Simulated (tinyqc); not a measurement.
Inside a calculation. Method: ROHF in the 6-311g basis, for H2+, spin multiplicity 2. One step of it, computed by the program tinyqc.

Task: Iteration 1: Roothaan effective Fock matrix. With projectors Pc = D(beta) S, Po = (D(alpha) - D(beta)) S, Pv = 1 - D(alpha) S, the block xy is Px^T F Py; with Fc = (F(alpha) + F(beta))/2, the blocks are Fc for cc, oo, vv and cv, F(beta) for co and F(alpha) for ov.

F(alpha) (hartree):
```
           1H 1s      1H 2s      1H 3s      2H 1s      2H 2s      2H 3s
1H 1s  -0.036340  -0.835141  -0.658727  -0.476151  -0.629435  -0.552514
1H 2s  -0.835141  -0.843964  -0.730371  -0.629435  -0.770755  -0.672929
1H 3s  -0.658727  -0.730371  -0.625704  -0.552514  -0.672929  -0.599227
2H 1s  -0.476151  -0.629435  -0.552514  -0.036340  -0.835141  -0.658727
2H 2s  -0.629435  -0.770755  -0.672929  -0.835141  -0.843964  -0.730371
2H 3s  -0.552514  -0.672929  -0.599227  -0.658727  -0.730371  -0.625704
```

F(beta) (hartree):
```
           1H 1s      1H 2s      1H 3s      2H 1s      2H 2s      2H 3s
1H 1s   0.412429  -0.393772  -0.352662  -0.230529  -0.289387  -0.274837
1H 2s  -0.393772  -0.346707  -0.363263  -0.289387  -0.334286  -0.324682
1H 3s  -0.352662  -0.363263  -0.343706  -0.274837  -0.324682  -0.323519
2H 1s  -0.230529  -0.289387  -0.274837   0.412429  -0.393772  -0.352662
2H 2s  -0.289387  -0.334286  -0.324682  -0.393772  -0.346707  -0.363263
2H 3s  -0.274837  -0.324682  -0.323519  -0.352662  -0.363263  -0.343706
```

D(alpha) at the start:
```
          1H 1s     1H 2s     1H 3s     2H 1s     2H 2s     2H 3s
1H 1s  0.041701  0.079752  0.007895  0.041701  0.079752  0.007895
1H 2s  0.079752  0.152524  0.015099  0.079752  0.152524  0.015099
1H 3s  0.007895  0.015099  0.001495  0.007895  0.015099  0.001495
2H 1s  0.041701  0.079752  0.007895  0.041701  0.079752  0.007895
2H 2s  0.079752  0.152524  0.015099  0.079752  0.152524  0.015099
2H 3s  0.007895  0.015099  0.001495  0.007895  0.015099  0.001495
```

D(beta) at the start:
```
          1H 1s     1H 2s     1H 3s     2H 1s     2H 2s     2H 3s
1H 1s  0.000000  0.000000  0.000000  0.000000  0.000000  0.000000
1H 2s  0.000000  0.000000  0.000000  0.000000  0.000000  0.000000
1H 3s  0.000000  0.000000  0.000000  0.000000  0.000000  0.000000
2H 1s  0.000000  0.000000  0.000000  0.000000  0.000000  0.000000
2H 2s  0.000000  0.000000  0.000000  0.000000  0.000000  0.000000
2H 3s  0.000000  0.000000  0.000000  0.000000  0.000000  0.000000
```

overlap S:
```
          1H 1s     1H 2s     1H 3s     2H 1s     2H 2s     2H 3s
1H 1s  1.000000  0.706377  0.373664  0.108480  0.290827  0.269889
1H 2s  0.706377  1.000000  0.788963  0.290827  0.571919  0.603547
1H 3s  0.373664  0.788963  1.000000  0.269889  0.603547  0.838465
2H 1s  0.108480  0.290827  0.269889  1.000000  0.706377  0.373664
2H 2s  0.290827  0.571919  0.603547  0.706377  1.000000  0.788963
2H 3s  0.269889  0.603547  0.838465  0.373664  0.788963  1.000000
```

Give: effective F.

Result:

effective F (hartree):
```
        1H 1s   1H 2s   1H 3s   2H 1s   2H 2s   2H 3s
1H 1s   0.156  -0.630  -0.502  -0.385  -0.475  -0.410
1H 2s  -0.630  -0.579  -0.510  -0.475  -0.536  -0.462
1H 3s  -0.502  -0.510  -0.433  -0.410  -0.462  -0.410
2H 1s  -0.385  -0.475  -0.410   0.156  -0.630  -0.502
2H 2s  -0.475  -0.536  -0.462  -0.630  -0.579  -0.510
2H 3s  -0.410  -0.462  -0.410  -0.502  -0.510  -0.433
```
